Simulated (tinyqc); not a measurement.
MOSFET with velocity saturation and source resistance: one step of the calculation.

Strong inversion, charge Q = Cox (Vg - m V) at channel potential V with Vg the gate overdrive, and drift velocity v = mu E/(1 + mu E/vsat). Integrating along the channel gives I = mu Cox (1/L)(Vg Vd - m Vd^2/2)/(1 + Vd/Vc) per width, Vc = vsat L/mu, which peaks at Vdsat. Units: I in uA/um, Rs in ohm um, so the drop over Rs is 1e-6 I Rs volts.

Question. Saturation without source resistance. Vg = Vgs - VT (0 if negative), mu = mu0/(1 + th Vg), Vc = vsat L/mu, x = sqrt(1 + 2 Vg/(m Vc)), Vdsat = 2 Vg/(m (1 + x)), Isat = Cox vsat Vg (x - 1)/(x + 1) per width. Long-channel limit: mu Cox Vg^2/(2 m L); short-channel limit: Cox vsat Vg.

Values chosen for this exercise: gate capacitance Cox = 0.45 uF/cm^2; mobility at low gate voltage mu0 = 180 cm^2/(V s); mobility degradation th = 0.1 1/V; saturation velocity vsat = 8e6 cm/s; body factor m = 1.43; threshold VT = 0.37 V; channel length L = 0.07 um; gate voltage Vgs = 1.8 V.

Give: Vg; mu; Vc; Vdsat; Isat; long-channel limit; short-channel limit.

Answer.

Vg = 1.4300 V
mu = 157.48 cm^2/(V s)
Vc = 0.35560 V
Vdsat = 0.55963 V
Isat = 226.70 uA/um
long-channel limit = 723.85 uA/um
short-channel limit = 514.80 uA/um

Range of the model: At this length velocity overshoot and near-ballistic transport, left out here, matter.

Program tinyqc, `OMP_NUM_THREADS=1 python tinyqc.py 2500023 2500024 out.jsonl`; Intel Xeon 2.30GHz, shared host, one thread, about 0.01 s.
